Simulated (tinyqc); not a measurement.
Hydrogen passivation of interface dangling bonds: competing passivation and dissociation with distributed barriers: one step, computed by the program tinyqc. Command: `OMP_NUM_THREADS=1 python tinyqc.py 3004882 3004883 out.jsonl passiv walk`. One thread of a shared host (Intel(R) Xeon(R) Processor @ 2.30GHz), about 0.02 s of CPU time with the checks.

P_b + H2 gives P_bH + H at the rate k_f [H2]; P_bH gives P_b + H at the rate k_d. All defects start unpassivated. E_f and E_d are Gaussian and independent.

Task: Distributed barriers. [H2] = solubility factor x p; a = k_f0 [H2] exp(-E_f/(k_B T)), d = k_d0 exp(-E_d/(k_B T)). For one pair of barriers the active share is y = [d + a exp(-(a + d) t)]/(a + d). Temperatures in kelvin are T(C) + 273.15. Average y over both Gaussians with 40 x 40 Gauss-Hermite points. Active density N0 y; threshold shift if each active defect holds one charge, e N0 y t_ox/(3.9 eps_0).

Inputs (values chosen for the exercise, close to those used for P_b centres at the silicon-oxide interface):
```
quantity,value,unit
defect density N0,1e+12,1/cm^2
passivation prefactor k_f0,8.2e-07,cm^3/s
mean passivation barrier E_f,1.51,eV
spread sigma_f,0.06,eV
dissociation prefactor k_d0,3e+12,1/s
mean dissociation barrier E_d,2.85,eV
spread sigma_d,0.043,eV
"H2 in the oxide per atm, solubility factor",1.3e+18,1/(cm^3 atm)
hydrogen pressure p,0.1,atm
anneal temperature T,700,C
anneal time t,3400,s
oxide thickness,3.1,nm
```

Constants: k_B = 8.617333262e-05 eV/K; e = 1.602176634e-19 C; eps_0 = 8.8541878128e-12 F/m.

Give: active share y; active density; threshold shift.

Result:

active share y = 4.764e-06

active density = 4.764e+06 1/cm^2

threshold shift = 6.852e-04 mV

Caution: densities below a few 1e9 per cm^2 are formal: other defects set the floor in real interfaces.
